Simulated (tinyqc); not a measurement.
# The energy-gap law

Model: non-radiative capture by multiphonon emission, one effective mode. Computed by tinyqc, a small Python program. Command: `OMP_NUM_THREADS=1 python tinyqc.py 3026592 3026593 out.jsonl capture sweep`. One thread of a shared host (Intel(R) Xeon(R) Processor @ 2.30GHz), about 0.05 s of CPU time with the checks.

The initial state (free carrier plus empty centre) lies dE above the final state; both have the same frequency and are displaced by dQ.

Inputs (values chosen for the exercise, with mass, screening and phonons like those of diamond):
```
quantity                     value                   unit
phonon energy hbar omega       151                    meV
Huang-Rhys factor S           11.7                      -
electron-phonon coupling W  0.0028  eV/(u^(1/2) angstrom)
cell volume V                 2330             angstrom^3
degeneracy g                     4                      -
broadening b                   120                    meV
carrier mass m               0.553                    m_0
temperature T                  200                      K
defect density N_t           2e+16                  cm^-3
```

Centre: neutral.

Constants: hbar^2/u = 4.18015928e-03 eV angstrom^2; k_B = 8.617333262e-05 eV/K; hbar = 6.582119569e-16 eV s; k_B = 1.380649e-23 J/K; m_0 = 9.1093837015e-31 kg.

Method:
- dQ = sqrt(2 S (hbar^2/u)/hbar omega); relaxation energy lambda = S hbar omega; phonons needed P = dE/hbar omega; classical barrier E_b = (dE - lambda)^2/(4 lambda); occupation n = 1/(exp(hbar omega/k_B T) - 1).
- Huang-Rhys weight for a net emission of p phonons: L_p = exp(-S (2n + 1)) ((n + 1)/n)^(p/2) I_p(2 S sqrt(n (n + 1))), I_p the modified Bessel function.
- M_p = sum_m w_m <m_i|Q|(m + p)_f>^2 with Q counted from the final minimum and Boltzmann weights w_m for m = 0..24; <m_i|Q|k_f> = sqrt((hbar^2/u)/(2 hbar omega)) [sqrt(k) <m|k-1> + sqrt(k+1) <m|k+1>], with overlaps of oscillators displaced by d = sqrt(2 S) summed on 1500 points from -16 to 16 + d.
- The delta function is a Gaussian of standard deviation b at dE - p hbar omega.
- C_0 = V (2 pi/hbar) g W^2 sum_p M_p Gaussian_p. The sum runs over the seven p from round(P) - 3 to round(P) + 3; 1 angstrom^3 = 1e-24 cm^3.
- For a neutral centre the Sommerfeld factor is 1.
- C = s C_0; v = sqrt(3 k_B T/m); sigma = C/v; tau = 1/(C N_t).

One run for each value:
```
energy released dE (eV)  capture coefficient C (cm^3/s)  classical barrier E_b (eV)       P
1.20                                         1.5232e-10                  4.5445e-02   7.947
1.52                                         2.8102e-10                  8.6122e-03  10.066
1.85                                         3.4160e-10                  9.8190e-04  12.252
2.18                                         2.8554e-10                  2.4172e-02  14.437
2.51                                         1.7274e-10                  7.8182e-02  16.623
2.84                                         7.8649e-11                  1.6301e-01  18.808
3.17                                         2.7795e-11                  2.7866e-01  20.993
3.50                                         7.8173e-12                  4.2513e-01  23.179
3.82                                         1.8732e-12                  5.9660e-01  25.298
```

Describe and explain the trends.

Over the rows, capture coefficient C (cm^3/s) goes from 1.52e-10 through a maximum among these rows, 3.42e-10 at 1.85, to 1.87e-12; classical barrier E_b (eV) goes from 0.0454 through a minimum among these rows, 9.82e-4 at 1.85, to 0.597; P rises from 7.95 to 25.3 (exponent d ln y / d ln x about 1.0 throughout). ln C changes by -0.67 for each added phonon at the high end; the slope is still steepening, and becomes nearly constant only for P well above S. The maximum lies somewhat above dE = S hbar omega, where the barrier vanishes, because the matrix element of Q grows with dE.

Caution (rows 2.51): the largest term is not the one nearest energy conservation, so C_0 depends strongly on the broadening b.

Extremes, crossings and ranges named in words are read from the listed rows.
